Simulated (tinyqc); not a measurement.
Phonon-assisted absorption at an indirect gap: one step. What a slab does with it. Five cases, with inputs chosen for the exercise.

Question. d in cm is 1e-4 times the value in micrometres.

Slab of thickness d in air, incoherent passes: R = ((nr - 1)/(nr + 1))^2, x = exp(-alpha d); transmitted Tr = (1 - R)^2 x/(1 - R^2 x^2), reflected Rt = R + (1 - R)^2 R x^2/(1 - R^2 x^2), absorbed Ab = (1 - R)(1 - x)/(1 - R x).

Give: R; x; Tr; Rt; Ab.

Case 1.

Values chosen (out of a larger set: loosely those of Si at room temperature; Eg is not tied to T; not measured data): nr = 3.55 (refractive index); d = 9.4 micrometre (thickness).

alpha = 18.5510 1/cm

Answer.

R = 0.3141
x = 0.9827
Tr = 0.5110
Rt = 0.4718
Ab = 0.0172

A single pass would absorb (1 - R)(1 - x) = 0.0119; the back face adds 0.0053.

Case 2.

Values chosen (out of a larger set: loosely those of Si at room temperature; Eg is not tied to T; not measured data): nr = 3.65 (refractive index); d = 4.1 micrometre (thickness).

alpha = 123.464 1/cm

Answer.

R = 0.3248
x = 0.9506
Tr = 0.4791
Rt = 0.4727
Ab = 0.0482

A single pass would absorb (1 - R)(1 - x) = 0.0333; the back face adds 0.0149.

Case 3.

Values chosen (out of a larger set: loosely those of SiGe at room temperature; Eg is not tied to T; not measured data): nr = 3.81 (refractive index); d = 6.5 micrometre (thickness).

alpha = 101.025 1/cm

Answer.

R = 0.3413
x = 0.9364
Tr = 0.4525
Rt = 0.4859
Ab = 0.0615

A single pass would absorb (1 - R)(1 - x) = 0.0419; the back face adds 0.0197.

Case 4.

Values chosen (out of a larger set: loosely those of SiGe at room temperature; Eg is not tied to T; not measured data): nr = 3.85 (refractive index); d = 67 micrometre (thickness).

alpha = 336.547 1/cm

Answer.

R = 0.3453
x = 0.1049
Tr = 0.0450
Rt = 0.3469
Ab = 0.6080

A single pass would absorb (1 - R)(1 - x) = 0.5860; the back face adds 0.0220.

Case 5.

Values chosen (out of a larger set: loosely those of Si at room temperature; Eg is not tied to T; not measured data): nr = 3.66 (refractive index); d = 1.9 micrometre (thickness).

alpha = 270.337 1/cm

Answer.

R = 0.3258
x = 0.9499
Tr = 0.4775
Rt = 0.4736
Ab = 0.0489

A single pass would absorb (1 - R)(1 - x) = 0.0338; the back face adds 0.0151.

Computed by tinyqc, one run a case: `OMP_NUM_THREADS=1 python tinyqc.py N N+1 out.jsonl` with N = 1652481, 1652527, 1652647, 1652705, 1680074; one thread of a shared Intel(R) Xeon(R) Processor @ 2.30GHz, about 0.01 s a run at most.
